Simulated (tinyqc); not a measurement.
Inside a calculation. Model: carrier lifetime of an n-type layer with SRH, radiative, Auger and surface recombination.

Numbers from tinyqc (`OMP_NUM_THREADS=1 python tinyqc.py 2300002 2300003 out.jsonl`; about 0.01 s on one thread of a shared Intel Xeon 2.30GHz). Printed values are rounded.

Uniform excess density dn = dp (no trapping), n = n0 + dn, p = p0 + dn, Boltzmann statistics, full ionisation. Surfaces enter as a rate 2 S dn/d, which holds while diffusion to them is fast.

Parameters, values chosen for the exercise; band and dielectric values close to those of cadmium telluride: temperature T = 350 K; band gap Eg = 1.51 eV; conduction-band density of states at T Nc = 1e18 cm^-3; valence-band density of states at T Nv = 2.27e19 cm^-3; radiative coefficient B = 1.98e-10 cm^3/s; donor density N = 1e17 cm^-3; Auger coefficient (two electrons) Cn = 1.6e-30 cm^6/s; Auger coefficient (two holes) Cp = 8.4e-31 cm^6/s; trap density Nt = 2.6e13 cm^-3; capture cross-section for electrons sn = 7e-15 cm^2; capture cross-section for holes sp = 5e-14 cm^2; thermal velocity (both carriers) vth = 2.4e7 cm/s; trap level below the conduction band Et = 0.45 eV; surface recombination velocity (both faces) S = 0 cm/s; sample thickness d = 100 um; generation rate G = 4.2e22 cm^-3 s^-1.

Constants: q = 1.602176634e-19 C, kB = 1.380649e-23 J/K, Vt = kB T/q. Results are converted to the units shown.

## Equilibrium densities and SRH constants

ni = sqrt(Nc Nv) exp(-Eg/(2 Vt)), Eg in volts; majority density N/2 + sqrt(N^2/4 + ni^2), n0 p0 = ni^2; n1 = Nc exp(-Et/Vt), p1 = Nv exp((Et - Eg)/Vt); tn0 = 1/(sn vth Nt), tp0 = 1/(sp vth Nt).

ni = 6.40459e7 cm^-3
n0 = 1e17 cm^-3
p0 = 0.0410188 cm^-3
n1 = 3.31349e11 cm^-3
p1 = 12379.3 cm^-3
tn0 = 2.28938e-7 s
tp0 = 3.20513e-8 s

## Starting value

dn = 4e13 cm^-3.

dn at the start = 4e13 cm^-3

## Iteration 1: new dn

With e = n p - ni^2 = dn (n0 + p0 + dn): U_SRH = e/(tp0 (n + n1) + tn0 (p + p1)), U_rad = B e, U_Aug = (Cn n + Cp p) e, U_s = 2 S dn/d. Newton step on ln U(ln dn) = ln G, U the sum: k = d ln U/d ln dn (central difference over factors 1.0001), dn(new) = dn (G/U)^(1/k).

U_SRH = 1.24444e21 cm^-3 s^-1
U_rad = 7.92317e20 cm^-3 s^-1
U_Aug = 6.40647e17 cm^-3 s^-1
U_s = 0 cm^-3 s^-1
k = 0.998417
dn after iteration 1 = 8.28546e14 cm^-3

## Iteration 2: new dn

As before.

U_SRH = 2.44174e22 cm^-3 s^-1
U_rad = 1.65411e22 cm^-3 s^-1
U_Aug = 1.35355e19 cm^-3 s^-1
U_s = 0 cm^-3 s^-1
k = 0.970556
dn after iteration 2 = 8.49972e14 cm^-3

## Iteration 3: new dn

As before.

U_SRH = 2.50132e22 cm^-3 s^-1
U_rad = 1.69725e22 cm^-3 s^-1
U_Aug = 1.38929e19 cm^-3 s^-1
U_s = 0 cm^-3 s^-1
k = 0.969881
dn after iteration 3 = 8.49980e14 cm^-3

## Course of the iteration

Stop when the step is below 1e-10 of the value, or after 40 iterations.

Course of the iteration:
```
iteration  dn before the step (cm^-3)  step (cm^-3)
1                                4e13       7.89e14
2                          8.28546e14       2.14e13
3                          8.49972e14        7.52e9
4                          8.49980e14           916
```

Converged in 4 iterations.

## Lifetime, shares and quasi-Fermi splitting

converged dn = 8.49980e14 cm^-3

With e = n p - ni^2 = dn (n0 + p0 + dn): U_SRH = e/(tp0 (n + n1) + tn0 (p + p1)), U_rad = B e, U_Aug = (Cn n + Cp p) e, U_s = 2 S dn/d. tau = dn/U, shares of U, splitting Vt ln(n p/ni^2), radiative efficiency U_rad/U.

tau = 2.02376e-8 s
shares (%): SRH 59.5558, radiative 40.4111, Auger 0.0331, surface 0.0000
quasi-Fermi splitting = 1.13339 V

SRH recombination takes the largest share. dn is 0.0085 times the doping: low injection.
